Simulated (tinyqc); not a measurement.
Transmission against field: band-to-band tunnelling across a p-n junction in a two-band chain.

Sites alternate A at -Eg/2 and C at +Eg/2 with hopping -t; near the edges, with k counted from the zone boundary pi/a, E^2 = (Eg/2)^2 + (t a k)^2, so t = sqrt(c Eg/m)/a gives the mass m, c = hbar^2/2m0. In the gap cosh(q a) = 1 + (Eg^2/4 - e^2)/(2 t^2), e the energy from the local mid-gap. The potential is V0 = Eg + ov on the p side (left), 0 on the n side, and falls linearly over the 2N sites of the junction, V_j = V0 (1 - j/(2N + 1)), j = 1 to 2N, site 1 being A. E = Eg/2 + x ov. A half chain that ends on a site of level e1 with neighbour e2 has g = (1 + z)/(E - e1), z = exp(-/+ i k a) the root with Im g < 0, cos(k a) = (E - e1)(E - e2)/(2 t^2) - 1. S_L = t^2 g (ending on C, shifted by V0), S_R = t^2 g (starting on A). T = 4 Im(S_L) Im(S_R) |G_(1,2N)|^2.

Constants: hbar^2/2m0 = 3.80998211 eV angstrom^2.

Values chosen for the exercise (gap and mass near those of InAs; shifted at random, so the results belong to these values and not to a real crystal):
- Eg = 0.348 eV (gap)
- m = 0.0251 m0 (mass of electron and light hole)
- a = 4 angstrom (period (two sites))
- ov = 0.23 eV (overlap: top of the valence band on the p side above the conduction edge on the n side)
- x = 0.57 (energy above the n-side conduction edge, as a share of ov)

N is varied at fixed V0 and E. WKB: exp(-2 I/F) with I = pi Eg^2/(8 t a), F = V0/((2N + 1) a/2); this is the Landau-Zener result for a uniform field.

Against N:

| N | F (MV/cm) | exponent | T, chain | T, WKB | ratio |
|---|---|---|---|---|---|
| 5 | 2.627 | 0.498 | 0.576 | 0.608 | 0.948 |
| 8 | 1.700 | 0.770 | 0.510 | 0.463 | 1.101 |
| 12 | 1.156 | 1.132 | 0.406 | 0.322 | 1.259 |
| 18 | 0.781 | 1.675 | 0.259 | 0.187 | 1.382 |
| 26 | 0.545 | 2.400 | 0.126 | 0.0907 | 1.387 |
| 38 | 0.375 | 3.487 | 0.0386 | 0.0306 | 1.260 |
| 55 | 0.260 | 5.026 | 0.00708 | 0.00656 | 1.078 |
| 80 | 0.180 | 7.291 | 0.000641 | 0.000682 | 0.939 |

What does the comparison show, and why?

T falls from 0.576 at 2.63 to 0.000641 at 0.18 MV/cm. ln T against 1/F has slope -1.410 MV/cm between the rows N = 38 and 80, against -2I = -1.309. The ratio to WKB stays between 0.94 (N = 80) and 1.39 (N = 26): the exponent decides, and the ratio holds the reflections where the field begins and ends and the lattice correction to q, which scales the exponent and so grows with N.

(tinyqc, `OMP_NUM_THREADS=1 python tinyqc.py 1482143 1482144 out.jsonl`, Intel(R) Xeon(R) Processor @ 2.30GHz, 1 thread, shared host, about 0.01 s.)
